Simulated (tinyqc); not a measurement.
Read current of a NAND string, cells in series solved by shooting: one step of the calculation.

Cells in series, numbered from 0 at the source line (0 V) to the bit line, each followed by a gap resistance Rg. A cell with gate Vg, threshold VT, source Vs and drain Vd passes I = 2 nf K Vt^2 [F(Vs) - F(Vd)]/(1 + th max(Vg - VT, 0)), F(V) = ln^2(1 + exp((Vg - VT - nf V)/(2 nf Vt))). The selected cell has Vg = Vr, the others Vg = Vp.

Problem. Node voltages for a trial current. For a trial current I start at 0 V and, cell by cell (the selected one is cell 5), solve for the drain: sqrt(F(Vd)) = sqrt(F(Vs) - I/k), k = 2 nf K Vt^2/(1 + th max(Vg - VT, 0)), Vd = [Vg - VT - 2 nf Vt ln(exp(sqrt F) - 1)]/nf, then add I Rg.

Parameters, values chosen for the exercise; values of the order met in vertical NAND strings:
- T = 300 K (temperature)
- K = 13 uA/V^2 (gain factor of a cell)
- nf = 1.5 (slope factor)
- th = 0.02 1/V (mobility reduction factor)
- Rg = 1.8 kohm (resistance of the gap between cells)
- Vbl = 0.3 V (bit-line voltage)
- Vp = 5.6 V (pass voltage)
- Vr = 4.72 V (read voltage on the selected word line)

Constants: q = 1.602176634e-19 C, kB = 1.380649e-23 J/K, Vt = kB T/q. Results are converted to the units shown.

second trial current = 1.6 uA
thresholds from the source end, cell 0 to 5 (V): [-1.1, -1.1, 3.2, 3.2, -1.1, 2.8]

Find: node voltage after each cell and gap, trial 2.

Solution.

node voltage after each cell and gap, trial 2, cell 0 to 5 (V): [0.02376, 0.04763, 0.1069, 0.1686, 0.1931, 0.2775]

Program tinyqc, `OMP_NUM_THREADS=1 python tinyqc.py 2142090 2142091 out.jsonl`; Intel Xeon 2.30GHz, shared host, one thread, about 0.6 s.
